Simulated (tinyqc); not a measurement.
Strained alloy layer of InAs and AlAs on (001) InP, model-solid band line-up: one step of the calculation.

The layer is x parts of the first compound and 1 - x of the second, grown coherently on the third as substrate and barrier. Rows of the table: lattice constant a, average valence level Ea on an absolute scale, spin-orbit splitting so, gaps at Gamma, X and L, hydrostatic deformation potentials av and ac (Gamma), shear potential b, elastic constants, electron and heavy-hole (along z) masses. All are interpolated linearly in x; gaps get -C x (1 - x), taken wholly in the conduction band; real line-ups can differ from this model by 0.1 eV or more.

Problem. Band edges and offsets. In-plane strain e = (a_substrate - a)/a, e_z = -2 (c12/c11) e, volume change 2 e + e_z. With v = 2 e + e_z and d = 2 b (e_z - e): Eav = Ea + av v; E_hh = Eav + so/3 - d/2; E_lh = Eav - so/6 + d/4 + sqrt(so^2 + so d + 9 d^2/4)/2; E_c = Ea + so/3 + EG + ac v (Gamma). Substrate: E_v = Ea + so/3, E_c = E_v + EG. Well depths: dEc = E_c(substrate) - E_c, dEhh = E_hh - E_v(substrate), dElh likewise; strained Gamma gap E_c - max(E_hh, E_lh); positive values confine carriers in the layer.

Parameters, values chosen for the exercise: fraction of the first compound in the layer x = 0.47; bowing of the Gamma gap CG = 0.7 eV; bowing of the X gap CX = 0 eV; bowing of the L gap CL = 0 eV.

Binary compounds, values chosen for the exercise:
```
              close to InAs  close to AlAs  close to InP
a (angstrom)          6.058          5.661         5.869
Ea (eV)               -6.67          -7.49         -7.04
so (eV)               0.376          0.279          0.11
EG (eV)               0.349           2.97          1.36
EX (eV)                1.38           2.16          2.17
EL (eV)                1.07           2.37          1.92
av (eV)                1.01           2.51          1.25
ac (eV)               -5.03          -5.56            -5
b (eV)                 -1.8          -1.52         -1.71
c11 (GPa)              83.9            124           101
c12 (GPa)              44.7           53.4          55.7
me (m0)              0.0229           0.15        0.0789
mh (m0)               0.333          0.474         0.532
```

Wanted: d; E_hh; E_lh; E_c; strained Gamma gap; dEc; dEhh; dElh.

Solution.

d = 0.02344 eV
E_hh = -7.001 eV
E_lh = -6.977 eV
E_c = -5.453 eV
strained Gamma gap = 1.524 eV
dEc = -0.1900 eV
dEhh = 0.002231 eV
dElh = 0.02648 eV

The light-hole band lies on top, by 24.3 meV. At Gamma the line-up is type II, holes in the layer and electrons outside.

Computed by the program tinyqc: `OMP_NUM_THREADS=1 python tinyqc.py 2690029 2690030 out.jsonl`, one thread of a shared Intel Xeon 2.30GHz, about 0.01 s for the whole run.
